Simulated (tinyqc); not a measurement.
Inside a calculation. Model: stress in a transistor channel from embedded alloy regions, liners and fins, by half-space elasticity. Computed by tinyqc, a small Python program that keeps every step. Command: `OMP_NUM_THREADS=1 python tinyqc.py 3025679 3025680 out.jsonl stressor walk`. One thread of a shared host (Intel(R) Xeon(R) Processor @ 2.30GHz), about 0.01 s of CPU time with the checks. Intermediate numbers are printed to about 7 digits and carried at full precision; extremes and crossings named in words are read from the listed rows.

Plane strain in an isotropic half-space, the same constants everywhere; x along the channel from its centre, y downwards from the free surface; stress is positive in tension.

Inputs (values chosen for the exercise, modelled on silicon):

| quantity | value | unit |
|---|---|---|
| alloy fraction x | 0.016 | - |
| lattice change per unit x, beta | -0.45 | - |
| Young's modulus E | 169 | GPa |
| Poisson ratio nu | 0.24 | - |
| channel length L | 64 | nm |
| length of each stressor S | 190 | nm |
| recess depth d | 55 | nm |
| depth of the field point y | 1.2 | nm |
| liner stress | 2.6 | GPa |
| liner thickness t | 15 | nm |
| length of a cut fin or stripe | 320 | nm |
| height of the strained layer h | 52 | nm |
| longitudinal piezoresistance coefficient | -31.2 | 1e-11/Pa |
| vertical piezoresistance coefficient | 53.1 | 1e-11/Pa |

Stressor: Si(1-x)C(x) source and drain.

## Misfit and the pressure on the side walls

Misfit e = beta x. A fully constrained inclusion holds the stress -p with p = E e/(1 - 2 nu); a blanket film would hold -E e/(1 - nu) in the plane.

misfit e = -0.0072

p = -2.34 GPa

stress of a blanket film = 1.601053 GPa

## Stress at the centre of the channel

A line element dA of misfit at (a, c) in the half-space gives, with C = E e/(2 pi (1 - nu)), X = x - a, r1^2 = X^2 + (y - c)^2, r2^2 = X^2 + Y^2, Y = y + c: s_xx = -C dA {[X^2 - (y - c)^2]/r1^4 + 3 [X^2 - Y^2]/r2^4 + 4 y Y (Y^2 - 3 X^2)/r2^6}, s_yy = C dA {[X^2 - (y - c)^2]/r1^4 - [X^2 - Y^2]/r2^4 + 4 y Y (Y^2 - 3 X^2)/r2^6}. These are integrated over two rectangles, L/2 < |a| < L/2 + S, 0 < c < d (closed form in a, 200 Gauss-Legendre points in c).

s_xx = 1575.850 MPa

s_yy = 0.2618493 MPa

s_xx over the blanket-film stress = 0.9842586

The channel is stretched along its length; s_yy is 1.7e-4 of s_xx in size and vanishes at the surface.

## Closed form at the surface

At x = y = 0 the integral is s_xx = -(4/pi) [E e/(1 - nu)] [arctan(2 d/L) - arctan(d/(L/2 + S))].

s_xx at the surface = 1632.848 MPa

For fixed L and S it is largest at d = sqrt((L/2)(L/2 + S)) = 84.3 nm; d is short of that.

## A stressed liner, as two edge forces

The liner over source and drain ends at the gate, x = -/+ L/2, and pulls there with the force per width F = (liner stress) t along the surface. A tangential line force gives s_xx = (2 F/pi) X^3/(X^2 + y^2)^2 at the distance X; two of them add at the centre, X = L/2. For L > 3.5 y the concentrated force is an upper bound.

edge force F = 39 N/m

s_xx from the liner = 1547.406 MPa

## Mobility change, linear estimate

d mu/mu = -(pi_L s_xx + pi_z s_yy) for the embedded regions alone; the stress across the width is left out.

mobility change = 49.15261 %

The vertical stress supplies -0.014 of these points. Caution: beyond a few hundred MPa bulk piezoresistance coefficients no longer describe an inversion layer well.

## Relaxation at the ends of a cut stripe

Shear-lag estimate for a stripe of length l and height h on a like substrate: the stress along it is s(x)/s_film = 1 - cosh(x/lam)/cosh(l/(2 lam)), lam = (pi/2) g h with g = 1.258; mean = 1 - (2 lam/l) tanh(l/(2 lam)).

transfer length lam = 102.7552 nm

share kept at the centre = 0.5964309

share kept on average = 0.4124013

The ends reach the centre.

## Along the channel and with depth

The formulas are those given above.

Stress (MPa):

| 2x/L | s_xx at y | s_yy at y | s_xx at d/2 | s_xx at 1.5 d |
|---|---|---|---|---|
| 0.0 | 1575.850 | 0.261849 | 617.0248 | -105.6595 |
| 0.2 | 1580.864 | 0.242994 | 620.5858 | -108.8925 |
| 0.4 | 1593.602 | 0.171172 | 634.7644 | -118.9742 |
| 0.6 | 1603.882 | -0.066757 | 668.7872 | -136.6624 |
| 0.8 | 1564.913 | -1.996915 | 731.1972 | -161.9023 |

Near the surface s_xx changes by -1 % from the centre to 2x/L = 0.8. At the centre, s_xx at half the recess depth is 0.39 of its value at y, and below the recess -0.07. An element acts with the sign of X^2 - (y - c)^2, so its direct term reverses where the offset in depth exceeds the lateral distance, and the image terms that amplify the stress near the surface fade with depth.

## Shrinking the pitch

L and S are scaled together at fixed d, then S alone, then L alone.

S_xx at the centre (MPa):

| scale | L and S scaled | S alone | L alone |
|---|---|---|---|
| 0.35 | 1339.296 | 1038.234 | 2041.086 |
| 0.50 | 1550.845 | 1240.293 | 1953.110 |
| 0.70 | 1628.033 | 1415.902 | 1803.885 |
| 1.00 | 1575.850 | 1575.850 | 1575.850 |
| 1.40 | 1418.517 | 1698.489 | 1306.827 |
| 2.00 | 1179.385 | 1799.833 | 996.286 |
| 3.00 | 886.136 | 1884.565 | 667.098 |

Halving S alone keeps 0.79 of the stress, halving L alone gives 1.24, and halving both 0.98: a shorter channel brings the walls closer, a shorter stressor brings its far wall, which pulls the other way, closer too. Neighbouring devices are left out.

Checks made by the program: surface stress against its closed form; zero normal stress at the surface (relative difference below 1e-10).
